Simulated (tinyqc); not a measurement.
Inside a calculation. Method: UHF in the sto-3g basis, for H4, spin multiplicity 1. This run ends on a higher stationary point, not on the lowest solution. One step of it, computed by the program tinyqc.

Task: Iteration 2: building the Fock matrix. J_ij = sum D_kl (ij|kl) with D = D(alpha) + D(beta), K_ij = sum D_kl (ik|jl) for each spin; F = H + J - K(s); E = tr D H + tr D J / 2 - 0.5 sum_s tr D(s) K(s) + E_nn.

D(alpha) after iteration 1, lower triangle:
```
           1H 1s      2H 1s     3H 1s     4H 1s
1H 1s   0.544402
2H 1s   0.367982   0.253726
3H 1s  -0.078299  -0.018129  0.253726
4H 1s  -0.188218  -0.078299  0.367982  0.544402
```

D(beta) after iteration 1, lower triangle:
```
           1H 1s      2H 1s     3H 1s     4H 1s
1H 1s   0.253726
2H 1s   0.367982   0.544402
3H 1s  -0.078299  -0.188218  0.544402
4H 1s  -0.018129  -0.078299  0.367982  0.253726
```

core Hamiltonian H = T + V (hartree), lower triangle:
```
           1H 1s      2H 1s      3H 1s      4H 1s
1H 1s  -1.477979
2H 1s  -0.685685  -1.477979
3H 1s  -0.448870  -0.242508  -1.477979
4H 1s  -0.242508  -0.448870  -0.685685  -1.477979
```

Two-electron integrals (ij|kl) in chemists' order, unique and non-zero (hartree):
```
(11|11) 0.774606   (21|11) 0.204458   (21|21) 0.075915   (22|11) 0.400735
(22|21) 0.204458   (22|22) 0.774606   (31|11) 0.121150   (31|21) 0.035999
(31|22) 0.078778   (31|31) 0.029731   (32|11) 0.049645   (32|21) 0.019216
(32|22) 0.053893   (32|31) 0.012745   (32|32) 0.006870   (33|11) 0.331019
(33|21) 0.108528   (33|22) 0.261311   (33|31) 0.121150   (33|32) 0.053893
(33|33) 0.774606   (41|11) 0.053893   (41|21) 0.019216   (41|22) 0.049645
(41|31) 0.012745   (41|32) 0.006736   (41|33) 0.049645   (41|41) 0.006870
(42|11) 0.078778   (42|21) 0.035999   (42|22) 0.121150   (42|31) 0.019457
(42|32) 0.012745   (42|33) 0.078778   (42|41) 0.012745   (42|42) 0.029731
(43|11) 0.108528   (43|21) 0.040263   (43|22) 0.108528   (43|31) 0.035999
(43|32) 0.019216   (43|33) 0.204458   (43|41) 0.019216   (43|42) 0.035999
(43|43) 0.075915   (44|11) 0.261311   (44|21) 0.108528   (44|22) 0.331019
(44|31) 0.078778   (44|32) 0.049645   (44|33) 0.400735   (44|41) 0.053893
(44|42) 0.121150   (44|43) 0.204458   (44|44) 0.774606
```

nuclear repulsion = 2.03397750 hartree

Give: Coulomb J; exchange K(alpha); exchange K(beta); F(alpha); F(beta); total energy of this density.

Result:

Coulomb J (hartree), lower triangle:
```
       1H 1s  2H 1s  3H 1s  4H 1s
1H 1s  1.766
2H 1s  0.632  1.766
3H 1s  0.399  0.208  1.766
4H 1s  0.208  0.399  0.632  1.766
```

exchange K(alpha) (hartree), lower triangle:
```
       1H 1s  2H 1s  3H 1s  4H 1s
1H 1s  0.569
2H 1s  0.325  0.378
3H 1s  0.118  0.104  0.378
4H 1s  0.079  0.118  0.325  0.569
```

exchange K(beta) (hartree), lower triangle:
```
       1H 1s  2H 1s  3H 1s  4H 1s
1H 1s  0.378
2H 1s  0.325  0.569
3H 1s  0.118  0.079  0.569
4H 1s  0.104  0.118  0.325  0.378
```

F(alpha) (hartree), lower triangle:
```
        1H 1s   2H 1s   3H 1s   4H 1s
1H 1s  -0.280
2H 1s  -0.378  -0.090
3H 1s  -0.168  -0.138  -0.090
4H 1s  -0.113  -0.168  -0.378  -0.280
```

F(beta) (hartree), lower triangle:
```
        1H 1s   2H 1s   3H 1s   4H 1s
1H 1s  -0.090
2H 1s  -0.378  -0.280
3H 1s  -0.168  -0.113  -0.280
4H 1s  -0.138  -0.168  -0.378  -0.090
```

total energy of this density = -1.90148 hartree
